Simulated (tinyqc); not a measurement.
Conduction-band offset of an n-N heterojunction from carrier-profile moments: two steps of the calculation.

Layer 1 (x < 0) accumulates electrons and layer 2 (x > 0) is depleted. Boltzmann statistics. The bands bend down by V1 in layer 1 and up by V2 in layer 2, with V1 + V2 = VD = dE + Vt ln[(N2/Nc2)/(N1/Nc1)].

Values chosen for this exercise; values of the order of III-V alloys: temperature T = 350 K; relative permittivity of both layers eps_r = 11.5; density of states of the narrow-gap layer 1 Nc1 = 5.2e17 cm^-3; density of states of the wide-gap layer 2 Nc2 = 1.4e18 cm^-3; conduction-band offset dE = 0.19 eV; donor density in layer 1 N1 = 3.6e15 cm^-3; donor density in layer 2 N2 = 1.8e16 cm^-3; fixed charge at the interface si = 5.2e10 cm^-2.

Constants: q = 1.602176634e-19 C, kB = 1.380649e-23 J/K, Vt = kB T/q, eps0 = 8.8541878128e-14 F/cm where lengths are in cm. Results are converted to the units shown.

Problem 1. Division of the diffusion potential. Sheet densities from the first integral: Q1 = sqrt((2 eps0 eps_r Vt N1/q)(exp(u1) - u1 - 1)) extra electrons, Q2 = sqrt((2 eps0 eps_r Vt N2/q)(exp(-u2) + u2 - 1)) missing ones, u = V/Vt; neutrality Q1 = Q2 + si. Q1 - Q2 rises steadily with V1, so V1 follows by bisection.

Give: VD; V1; V2; Q1; n at x = 0-; n at x = 0+.

Solution 1.

VD = 0.2087 V
V1 = 0.1018 V
V2 = 0.1069 V
Q1 = 1.852e11 cm^-2
n at x = 0- = 1.052e17 cm^-3
n at x = 0+ = 5.205e14 cm^-3

n drops across the interface by 202 = (Nc1/Nc2) exp(dE/Vt).

Problem 2. Offset from the moments. A C-V profile smears n(x) but keeps its zeroth and first moments: si = -int (N - n) dx, VD = (q/(eps0 eps_r)) int (N - n) x dx, dE = VD - Vt ln[(N2/Nc2)/(N1/Nc1)]. Use the trapezoidal rule on each side.

```
left point  -x (nm)  n in layer 1 (cm^-3)
0                 0            1.05246e17
1              1.69            9.00321e16
2              10.2            4.83471e16
3              29.4            2.04567e16
4                62            9.60381e15
5               111            5.70114e15
6               178            4.28867e15
7               266            3.78964e15
8               376            3.64089e15
9               511            3.60639e15
```

```
right point  x (nm)  n in layer 2 (cm^-3)
0                 0            5.20538e14
1              17.4            1.52281e15
2              42.8            4.61943e15
3              72.5            9.69292e15
4               105            1.41114e16
5               141            1.65672e16
6               179            1.75357e16
7               218            1.78578e16
8               260            1.79606e16
9               302            1.79891e16
```

Wanted: si; VD; dE.

Solution 2.

si = 6.843e10 cm^-2
VD = 0.2081 V
dE = 0.1895 eV

On these few points dE comes out -0.54 meV from the true 0.19 eV, and si misses by 1.6e10 cm^-2, 8.9 % of Q1.

Numbers from tinyqc (`OMP_NUM_THREADS=1 python tinyqc.py 2410137 2410138 out.jsonl`; about 0.1 s on one thread of a shared Intel Xeon 2.30GHz).
